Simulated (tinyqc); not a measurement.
What each parameter does: band offset of a heterojunction with an interface dipole (two-band chains, self-consistent charge).

Sites alternate A, C. Left: A at -G1/2, C at +G1/2, hopping -t1; right: A at D - G2/2, C at D + G2/2, hopping -t2; the bonds across the two interfaces of a ring (C left to A right, C right to A left) have -sqrt(t1 t2). D is the offset of the mid-gaps, so Ev(right) - Ev(left) = D - (G2 - G1)/2 and Ec(right) - Ec(left) = D + (G2 - G1)/2. The closing bond has its sign reversed (antiperiodic ring). Half the levels are filled with two electrons each. The charge moved is q = (electrons on the left) less one a site; the mean over the two interfaces, q/2, is taken as the charge that crosses each, and its dipole opposes the offset: D = D0 - u q/2.

From here on the ring has 24 cells a side.

Parameters, chosen for this exercise (gaps near those of Si and GaP; the chains and D0 are free models, so the offsets are not those of the real pair; shifted at random, so the results belong to these values and not to a real crystal):

| symbol | value | unit | meaning |
|---|---|---|---|
| G1 | 1.11 | eV | gap on the left |
| G2 | 2.27 | eV | gap on the right |
| t1 | 2.52 | eV | hopping on the left |
| t2 | 1.81 | eV | hopping on the right |
| D0 | 0.82 | eV | mid-gap of the right side above that of the left, without dipole |
| u | 4.5 | eV | potential step per electron moved across |

Self-consistent D by bisection, q there, and the two offsets.

Results for these values:

| case | D (eV) | q | valence offset (eV) | conduction offset (eV) |
|---|---|---|---|---|
| base | 0.4753 | 0.1532 | -0.1047 | 1.0553 |

What happens to each result for D0 = 0.943 eV, all else kept?

Answer: D rises from 0.4753 to 0.5453; q rises from 0.1532 to 0.1767; valence offset rises from -0.1047 to -0.0347; conduction offset rises from 1.0553 to 1.1253.

The same for each parameter in turn:

| case | D (eV) | q | valence offset (eV) | conduction offset (eV) |
|---|---|---|---|---|
| base | 0.4753 | 0.1532 | -0.1047 | 1.0553 |
| G1 = 1.276 eV | 0.4858 | 0.1485 | -0.0112 | 0.9828 |
| G2 = 2.61 eV | 0.4953 | 0.1443 | -0.2547 | 1.2453 |
| t1 = 2.898 eV | 0.4754 | 0.1531 | -0.1046 | 1.0554 |
| t2 = 2.081 eV | 0.4745 | 0.1536 | -0.1055 | 1.0545 |
| D0 = 0.943 eV | 0.5453 | 0.1767 | -0.0347 | 1.1253 |
| u = 5.175 eV | 0.4476 | 0.1439 | -0.1324 | 1.0276 |

Computed by tinyqc, a small Python program: `OMP_NUM_THREADS=1 python tinyqc.py 1481898 1481899 out.jsonl` (the numbers bound the seed that draws the inputs); one thread of a shared host (Intel(R) Xeon(R) Processor @ 2.30GHz), about 0.3 s for the whole set of steps.
